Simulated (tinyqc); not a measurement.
## Doping from the ideality factor

Problem. For thermionic-field emission over a Schottky barrier the ideality factor is n = u coth(u) with u = E00/Vt and E00 = (hbar/2) sqrt(Nd/(me m0 eps0 eps_r)) in SI units (volts). Find u, E00 and Nd.

Parameters, values chosen for the exercise; band and dielectric values close to those of gallium arsenide: temperature T = 300 K; electron mass me = 0.0679 m0; relative permittivity eps_r = 12.7.

Constants: q = 1.602176634e-19 C, kB = 1.380649e-23 J/K, eps0 = 8.8541878128e-12 F/m, hbar = 1.054571817e-34 J s, m0 = 9.1093837015e-31 kg, Vt = kB T/q. Results are converted to the units shown.

n = 2.7044420

Solution. u coth(u) rises steadily from 1, so n fixes u; the definition of E00 then gives Nd.

u = 2.679
E00 = 69.26 meV
Nd = 1.200e19 cm^-3

Program tinyqc, `OMP_NUM_THREADS=1 python tinyqc.py 2640145 2640146 out.jsonl`; Intel Xeon 2.30GHz, shared host, one thread, about 0.06 s.
